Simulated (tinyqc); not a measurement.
Frequency dispersion of an accumulation capacitance by border traps, distributed model: two steps of the calculation.

Traps spread evenly through the insulator exchange electrons with the semiconductor by tunnelling, with tau(x) = t0 exp(2 ka x) at depth x from the interface. The admittance per area Y seen at depth x obeys dY/dx = -Y^2/(i w eps0 eox) + q Nb ln(1 + i w tau)/tau, with Y(0) = i w Cs and w = 2 pi f; the gate sees Y(tox) = G + i w C. Working variable y = Y/(i w), in uF/cm^2. Cox = eps0 eox/tox.

Inputs (values chosen for the exercise); permittivity close to that of hafnium oxide:
```
symbol,value,unit,meaning
eox,19.4,,relative permittivity of the insulator
tox,12,nm,insulator thickness
Cs,3,uF/cm^2,semiconductor capacitance in accumulation
Nb,2.7e19,cm^-3 eV^-1,density of border traps
ka,4.7,1/nm,decay constant of the wave function in the insulator
t0,3e-11,s,time constant of a trap at the interface
f,100,Hz,frequency
xe,2.4,nm,depth down to which the steps are taken
```

Constants: q = 1.602176634e-19 C, eps0 = 8.8541878128e-14 F/cm where lengths are in cm. Results are converted to the units shown.

Problem 1. Scales and lumped estimate. Cox; trap-free value 1/(1/Cox + 1/Cs); response depth d = ln(1/(w t0))/(2 ka), where w tau = 1; lumped estimate: all traps within d act as C_bt = q Nb d placed at d/2, so C = 1/{1/[1/(1/Cs + d/(2 eps0 eox)) + C_bt] + (tox - d/2)/(eps0 eox)}.

Give: Cox; trap-free C; d; C_bt; lumped C.

Solution 1.

Cox = 1.431 uF/cm^2
trap-free C = 0.9691 uF/cm^2
d = 1.892 nm
C_bt = 0.8185 uF/cm^2
lumped C = 1.066 uF/cm^2

The traps within reach amount to 0.273 Cs and lie in the first 15.8 % of the insulator.

Problem 2. Midpoint steps through the active depth. In terms of y: dy/dx = -y^2/(eps0 eox) + s(x), s = q Nb ln(1 + z)/z, z = i w tau. 9 midpoint steps of h = xe/9: y_half = y + (h/2) y'(x, y), y(new) = y + h y'(x + h/2, y_half).

Find: x; s; y.

Solution 2.

```
point   x (nm)  s (uF/(cm^2 nm))     y (uF/cm^2)
0            0  0.43259+0.00000i  3.0000+0.0000i
1      0.26667  0.43259+0.00000i  2.9768+0.0000i
2      0.53333  0.43259+0.00000i  2.9556+0.0000i
3      0.80000  0.43259-0.00001i  2.9363+0.0000i
4       1.0667  0.43259-0.00009i  2.9186+0.0000i
5       1.3333  0.43258-0.00113i  2.9025-0.0001i
6       1.6000  0.43200-0.01384i  2.8877-0.0011i
7       1.8667  0.36656-0.13243i  2.8724-0.0135i
8       2.1333  0.06581-0.10189i  2.7969-0.0558i
9       2.4000  0.00571-0.01745i  2.6852-0.0621i
```

Computed by the program tinyqc: `OMP_NUM_THREADS=1 python tinyqc.py 2202078 2202079 out.jsonl`, one thread of a shared Intel Xeon 2.30GHz, about 0.6 s for the whole run.
